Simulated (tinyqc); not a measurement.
MOS structure on a p-type body with a doping step, non-linear Poisson equation by Newton steps: one step of the calculation.

One dimension, insulator interface at x = 0, acceptor density N1 for x < x1 and Na beyond, net doping C = -(acceptor density). psi is counted from the intrinsic level: n = ni exp((psi - Vb)/Vt), p = ni exp(-psi/Vt); deep in the body psi_b = -Vt ln(Na/ni). The gate acts through Cox = eps0 eox/tox and has the potential psi_G = Vg - (phiM - chi - Vt ln(Nc/ni)). Boltzmann statistics, full ionisation, classical densities, no oxide or interface charge.

Task. Scales and end potentials. ni = sqrt(Nc Nv) exp(-Eg/(2 Vt)), Eg in volts; Cox, psi_G and psi_b as defined.

Values chosen for this exercise; band and dielectric values close to those of silicon: temperature T = 300 K; band gap Eg = 1.12 eV; conduction-band density of states at T Nc = 2.79e19 cm^-3; valence-band density of states at T Nv = 2.65e19 cm^-3; electron affinity chi = 4.12 eV; acceptor density deep in the body Na = 6.6e15 cm^-3; relative permittivity of the gate insulator (close to hafnium oxide) eox = 22.4; insulator thickness tox = 26 nm; gate work function phiM = 4.65 eV; gate voltage against the body Vg = 1.12 V.

Constants: q = 1.602176634e-19 C, kB = 1.380649e-23 J/K, Vt = kB T/q, eps0 = 8.8541878128e-14 F/cm where lengths are in cm. Results are converted to the units shown.

Give: ni; Cox; psi_G; psi_b.

Result.

ni = 1.064e10 cm^-3
Cox = 0.7628 uF/cm^2
psi_G = 1.151 V
psi_b = -0.3448 V

tinyqc, about 0.4 s, one thread, Intel Xeon 2.30GHz (shared host): `OMP_NUM_THREADS=1 python tinyqc.py 2080148 2080149 out.jsonl`
